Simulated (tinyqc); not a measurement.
Worked calculation: thermal stress, cracking, delamination and buckling of a thin film; Griffith cracks and misfitting inclusions. Computed by tinyqc, a small Python program that keeps every step. Command: `OMP_NUM_THREADS=1 python tinyqc.py 3018166 3018167 out.jsonl filmcrack walk`. One thread of a shared host (Intel(R) Xeon(R) Processor @ 2.30GHz), about 0.01 s of CPU time with the checks. Intermediate numbers are printed to about 5 digits and carried at full precision; extremes and crossings named in words are read from the listed rows.

Isotropic linear elasticity; the substrate is much thicker than the film; stress is positive in tension.

Inputs (values chosen for the exercise, modelled on a silicon nitride film on silicon):
```
quantity                          value        unit
film Young's modulus E              261         GPa
film Poisson ratio nu              0.24           -
film expansion alpha_f             3.24      1e-6/K
substrate expansion alpha_s           3      1e-6/K
deposition temperature T_d          650           K
final temperature T                 300           K
intrinsic stress                    520         MPa
film thickness h                  0.087  micrometre
film toughness Gamma_f             20.3       J/m^2
interface toughness Gamma_i         1.1       J/m^2
substrate Young's modulus E_s       165         GPa
substrate Poisson ratio nu_s       0.24           -
flaw half length a                   14  micrometre
substrate surface energy gamma_s    1.7       J/m^2
inclusion radius R                 0.15  micrometre
```

Inclusion: long cylinder (a filled via).

## Stress in the film

Thermal strain = (alpha_f - alpha_s)(T_d - T); stress = E/(1 - nu) x strain + intrinsic stress; plane-strain modulus Ebar = E/(1 - nu^2); G0 = stress^2 h/(2 Ebar) is the energy freed per area when a long strip loses its stress across its width.

thermal strain = 8.40e-05

film stress = 548.85 MPa

Ebar = 276.95 GPa

G0 = 0.047314 J/m^2

The film ends in tension; the thermal part is 28.9 MPa.

## Elastic mismatch

Dundurs alpha = (Ebar - Ebar_s)/(Ebar + Ebar_s), with Ebar_s = E_s/(1 - nu_s^2). The channel-crack factor is taken as g = 1.258 (1 - alpha)^(-0.7), a rough interpolation chosen for the exercise (1.258 is the value for matched materials).

Dundurs alpha = 0.22535

factor g = 1.5042

A stiff film on a softer substrate opens wider and cracks more easily.

## Channel cracks and edge delamination

Channel crack through the film: G = pi g G0, critical thickness where G = Gamma_f. Steady delamination from an edge: G = G0, critical thickness where G = Gamma_i.

driving force for channelling = 0.22359 J/m^2

critical thickness for channelling = 7.8990 micrometre

critical thickness for delamination = 2.0227 micrometre

As the film thickens, delamination comes first. At h the film is safe against both.

## Griffith crack in the substrate

Through crack of length 2a in plane strain: K_Ic = sqrt(2 gamma_s E_s/(1 - nu_s^2)); fracture stress = K_Ic/sqrt(pi a). An edge crack of depth a has K larger by 1.1215.

toughness K_Ic = 0.77155 MPa m^0.5

fracture stress, inner crack = 116.34 MPa

fracture stress, edge crack = 103.74 MPa

The inner crack lowers the strength to 0.7 % of the ideal E_s/10.

## A misfitting inclusion

Film material fills a long cylinder of radius R in the substrate, with the misfit e = thermal strain (it wants to shrink if e > 0). With the axial strain held by the substrate, s0 = (1 + nu) e/[(1 + nu)(1 - 2 nu)/E + (1 + nu_s)/E_s]; inside s_rr = s_tt = s0 and s_zz = E e + 2 nu s0; outside s_rr = s0 (R/r)^2, s_tt = -s_rr. Keep-out radius: where |s_rr| falls to 10 MPa (R if it is lower at the wall).

radial stress at the wall s0 = 10.431 MPa

mean stress inside = 15.931 MPa

keep-out radius = 0.15320 micrometre

The stress does not depend on R; its reach scales with R.

## Film, cylinder and sphere at the same misfit

Thermal misfit e alone, mean stress = trace/3 and largest difference of principal stresses inside. Film: E e/(1 - nu) in two directions, 0 in the third. Cylinder: s0 = (1 + nu) e/[(1 + nu)(1 - 2 nu)/E + (1 + nu_s)/E_s] twice and s_zz = E e + 2 nu s0. Sphere: e/[(1 - 2 nu)/E + (1 + nu_s)/(2 E_s)] three times.

Stresses inside (MPa):
```
shape         s1      s2      s3    mean  largest difference
film      28.847  28.847   0.000  19.232              28.847
cylinder  10.431  10.431  26.931  15.931              16.500
sphere    14.609  14.609  14.609  14.609               0.000
```

The mean stress in size is 19 MPa in the film, 16 in the cylinder and 15 in the sphere, while the largest difference, twice the largest shear stress, goes from 29 through 16 to 0. In a ductile solid shear can relax by slip and hydrostatic stress cannot.

Checks made by the program: fracture stress against the maximum of 4 a gamma - pi a^2 s^2/Ebar (relative difference 9e-09).
